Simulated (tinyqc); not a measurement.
# Free and trapped electrons in a MOS channel with a dense trap tail: free and trapped charge against gate voltage

p-type body, charge-sheet picture, full ionisation (an idealisation for deep acceptors), Boltzmann statistics for free electrons. e = Ec - EF at the surface. Acceptor-like traps of density D(E) = D0 + De exp(-E/Ew) at depth E below Ec, from 0 to Eu, hold n_t = integral of D(E)/(1 + exp((e - E)/Vt)). psi = Eg - Vt ln(Nv/Na) - e; N_dep = sqrt(2 eps0 eps_r Na (psi - Vt)/q); n_f = sqrt(N_dep^2 + 2 eps0 eps_r Vt Nc exp(-e/Vt)/q) - N_dep; Vg = Vfb + psi + q (N_dep + n_t + n_f)/Cox, Cox = eps0 eox/tox.

Free share n_f/(n_f + n_t); swing ln 10 n_f/(dn_f/dVg); field-effect mobility mf q (dn_f/dVg)/Cox, for a constant mf; oxide field q (N_dep + n_t + n_f)/(eps0 eox).

Parameters, values chosen for the exercise; band and dielectric values close to those of 4H silicon carbide:
```
symbol,value,unit,meaning
T,300,K,temperature
Eg,3.21,eV,band gap
eps_r,9.56,,relative permittivity
Nc,1.73e19,cm^-3,conduction-band density of states at T
Nv,2.49e19,cm^-3,valence-band density of states at T
eox,3.9,,relative permittivity of the insulator
tox,29,nm,insulator thickness
Na,2.8e16,cm^-3,acceptor density
Vfb,-2.31,V,flat-band voltage without trapped charge
D0,1.2e10,cm^-2 eV^-1,constant background density of acceptor-like traps
De,4.5e13,cm^-2 eV^-1,density of the tail at the conduction edge
Ew,0.11,eV,decay energy of the tail
Eu,0.94,eV,depth below Ec down to which the traps reach
mf,190,cm^2/(V s),mobility of free electrons
```

Constants: q = 1.602176634e-19 C, kB = 1.380649e-23 J/K, Vt = kB T/q, eps0 = 8.8541878128e-14 F/cm where lengths are in cm. Results are converted to the units shown.

Free and trapped charge against gate voltage:

| Vg (V) | e (eV) | n_f (cm^-2) | n_t (cm^-2) | free share (%) | swing (mV/decade) | field-effect mobility (cm^2/(V s)) | oxide field (MV/cm) |
|---|---|---|---|---|---|---|---|
| 1.8 | 0.3712 | 1.557e6 | 1.918e11 | 8.114e-4 | 210.3 | 0.004356 | 0.4989 |
| 2.7 | 0.2226 | 4.745e8 | 7.253e11 | 0.06538 | 599.8 | 0.4657 | 0.7580 |
| 3.6 | 0.1553 | 6.296e9 | 1.327e12 | 0.4720 | 1053 | 3.521 | 1.045 |
| 4.5 | 0.1131 | 3.165e10 | 1.933e12 | 1.611 | 1558 | 11.96 | 1.341 |
| 5.5 | 0.07987 | 1.092e11 | 2.569e12 | 4.077 | 2224 | 28.89 | 1.674 |
| 6.4 | 0.05712 | 2.453e11 | 3.081e12 | 7.376 | 2948 | 48.99 | 1.977 |
| 7.3 | 0.03854 | 4.565e11 | 3.522e12 | 11.47 | 3775 | 71.17 | 2.281 |
| 8.3 | 0.02109 | 7.843e11 | 3.921e12 | 16.67 | 4787 | 96.45 | 2.620 |
| 9.2 | 0.007445 | 1.163e12 | 4.200e12 | 21.68 | 5789 | 118.2 | 2.925 |

n_f reaches 1e11 cm^-2 at Vg = 5.42 V, against 2.03 V without traps. The free share rises from 8.11e-4 to 21.7 % and the field-effect mobility rises from 0.00436 to 118 cm^2/(V s), although mf = 190 is constant: in the last row 62.2 % of Cox dVg goes into free electrons. The swing in the first row is 210 mV a decade (Vt ln 10 = 59.5). For Vg = 7.3, 8.3, 9.2 EF lies less than 2 Vt below the band edge, or above it, where degeneracy and confinement, left out, matter.

Program tinyqc, `OMP_NUM_THREADS=1 python tinyqc.py 2222127 2222128 out.jsonl`; Intel Xeon 2.30GHz, shared host, one thread, about 0.02 s.
